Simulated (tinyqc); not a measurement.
Worked calculation: exciton in an atomically thin sheet (Rytova-Keldysh potential). Values are carried at full precision from step to step, so a last printed digit may differ when a step is redone from the rounded ones.

Constants: Ry = 13.60569312 eV; a0 (Bohr radius) = 0.5291772105 angstrom; hbar^2/2m0 = 3.80998211 eV angstrom^2; e^2/(4 pi eps0) = 14.39964547 eV angstrom.

Values chosen for the exercise (near those of a MoS2 monolayer; the results hold for these values, not for the real material): me = 0.489 m0 (electron mass); mh = 0.54 m0 (hole mass); kap = 1 (mean dielectric constant of the surroundings); Eg = 2.464 eV (gap, in these surroundings); al = (0.00034, 0.00153, 0.00689, 0.031, 0.14) 1/angstrom^2 (exponents a_i); r0 = 40.9 angstrom (screening length of the sheet).

## Exciton units

1/mu = 1/me + 1/mh, Ry* = Ry mu/kap^2, a* = a0 kap/mu.

mu = 0.25662 m0
Ry* = 3491.467 meV
a* = 2.06 angstrom

## Hydrogen-like series

Binding Ry*/n^2 in three dimensions and Ry*/(n - 1/2)^2 in two; strengths relative to n = 1 go as 1/n^3 and (1/2)^3/(n - 1/2)^3. Lines at Eg less the binding.

Series:
```
n  3D binding (meV)  3D line (eV)  3D strength  2D binding (meV)  2D line (eV)  2D strength
1           3491.47       -1.0275       1.0000          13965.87      -11.5019       1.0000
2            872.87        1.5911       0.1250           1551.76        0.9122       0.0370
3            387.94        2.0761       0.0370            558.63        1.9054       0.0080
4            218.22        2.2458       0.0156            285.02        2.1790       0.0029
```

The two-dimensional value exceeds the gap: with bare Coulomb screening the model fails here, and the screening of the sheet itself is needed.

## Overlap and kinetic matrices

Relative motion in the plane with V(k) = -2 pi q/(k (kap + r0 k)), q = e^2/(4 pi eps0), c = hbar^2/2m0. Normalised Gaussians exp(-a_i r^2): with A = a_i + a_j, S_ij = 2 sqrt(a_i a_j)/A, T_ij = (4c/mu)(a_i a_j/A) S_ij, V_ij = -q S_ij times the integral over k from 0 to infinity of exp(-k^2/4A)/(kap + r0 k).

Form S and T.

S:
```
[[1.00000, 0.77139, 0.42339, 0.20718, 0.09832],
 [0.77139, 1.00000, 0.77121, 0.42342, 0.20682],
 [0.42339, 0.77121, 1.00000, 0.77143, 0.42287],
 [0.20718, 0.42342, 0.77143, 1.00000, 0.77051],
 [0.09832, 0.20682, 0.42287, 0.77051, 1.00000]]
```

T (eV):
```
[[0.01010, 0.01274, 0.00815, 0.00414, 0.00198],
 [0.01274, 0.04543, 0.05734, 0.03666, 0.01859],
 [0.00815, 0.05734, 0.20459, 0.25825, 0.16492],
 [0.00414, 0.03666, 0.25825, 0.92051, 1.16136],
 [0.00198, 0.01859, 0.16492, 1.16136, 4.15713]]
```

## Potential matrix

Evaluate the integrals numerically.

V (eV):
```
[[-0.35291, -0.36323, -0.27700, -0.18181, -0.11035],
 [-0.36323, -0.53460, -0.52168, -0.37408, -0.23241],
 [-0.27700, -0.52168, -0.74991, -0.70029, -0.47782],
 [-0.18181, -0.37408, -0.70029, -0.98737, -0.89025],
 [-0.11035, -0.23241, -0.47782, -0.89025, -1.23858]]
```

## Levels in the small basis

Solve (T + V) u = E S u; give the two lowest levels and the ground vector with u S u = 1 and its largest component positive.

levels (eV): [-0.5640, -0.2562]

ground vector: [-0.048, 0.406, 0.628, 0.069, 0.010]

## The converged series

Converged values use 20 Gaussians with exponents 2^i/b^2, i = -11 to 8, b the larger of a0 kap/(2 mu) and sqrt(a0 r0/mu), a0 = 0.5291772 angstrom; p states use r exp(i theta) exp(-a r^2).

Levels against the two-dimensional hydrogen series Ry*/(n - 1/2)^2; eps_n is the dielectric constant that would give each level in that series.

Series:
```
state  binding (meV)  hydrogen (meV)  eps_n  Eg + E (eV)
1s             564.6         13965.9   4.97        1.899
2p             321.5          1551.8   2.20        2.143
2s             263.2          1551.8   2.43        2.201
3p             188.5           558.6   1.72        2.275
3s             161.7           558.6   1.86        2.302
```

eps_n falls from 4.97 (1s) to 1.86 (3s) towards kap = 1: larger orbits see less of the sheet. 2p is bound 58.3 meV more strongly than 2s, which pure Coulomb attraction keeps degenerate. The small basis misses the 1s binding by 0.6 meV.

## Checks

- 1s binding for r0 = 0 against 4 Ry*, meV: 1.396e+04 against 1.397e+04.
- 2p binding for r0 = 0 against 4 Ry*/9, meV: both 1552.

tinyqc: `OMP_NUM_THREADS=1 python tinyqc.py 1281080 1281081 out.jsonl`; about 0.03 s, one thread, shared Intel(R) Xeon(R) Processor @ 2.30GHz.
